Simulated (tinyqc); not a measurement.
Configuration-coordinate model of a defect: Huang-Rhys factor and luminescence line shape: one step, computed by the program tinyqc. Command: `OMP_NUM_THREADS=1 python tinyqc.py 3030322 3030323 out.jsonl ccline walk`. One thread of a shared host (Intel(R) Xeon(R) Processor @ 2.30GHz), about 0.02 s of CPU time with the checks.

Ground state E_g(Q) = (1/2) omega_g^2 Q^2; excited state E_e(Q) = E_0 + (1/2) omega_e^2 (Q - dQ)^2 with omega_e = omega_g and E_0 = E_ZPL. Q is mass-weighted; the dipole does not depend on Q (Condon approximation).

Question. Crossing, radiative lifetime and thermal quenching. The curves cross at the root Q_c nearest dQ; the barrier is (1/2) omega_e^2 (Q_c - dQ)^2, with (1/2) omega^2 = (hbar omega)^2/(2 hbar^2/u). k_r = n_r omega^3 mu^2/(3 pi eps_0 hbar c^3) at the vertical emission energy, without local-field correction; k_nr = nu_0 exp(-barrier/k_B T) (Mott-Seitz); yield = k_r/(k_r + k_nr); T_1/2 = barrier/(k_B ln(nu_0/k_r)).

Inputs (values chosen for the exercise, for a model defect in a wide-gap host): zero-phonon energy E_ZPL = 1.97 eV; displacement dQ = 0.347 u^(1/2) angstrom; ground-state phonon hbar omega_g = 48.5 meV; temperature T = 77 K; refractive index n_r = 2.59; transition dipole mu = 1.3 e angstrom; quenching prefactor nu_0 = 3e+11 1/s.

Modes: equal frequencies in both states.

vertical emission energy = 1.936122 eV

Constants: hbar^2/u = 4.18015928e-03 eV angstrom^2; hbar = 6.582119569e-16 eV s; e = 1.602176634e-19 C; eps_0 = 8.8541878128e-12 F/m; hbar = 1.054571817e-34 J s; c = 299792458 m/s; k_B = 8.617333262e-05 eV/K.

Give: Q_c; classical barrier; radiative lifetime; luminescence yield; quenching temperature T_1/2.

Answer.

Q_c = 10.262 u^(1/2) angstrom

classical barrier = 27.662 eV

radiative lifetime = 8.2918 ns

luminescence yield = 1

quenching temperature T_1/2 = 41054 K

The barrier is so high that this route does not halve the yield below 1000 K. Caution: the curves cross far outside the range of the harmonic model, so the barrier and T_1/2 have no quantitative meaning.
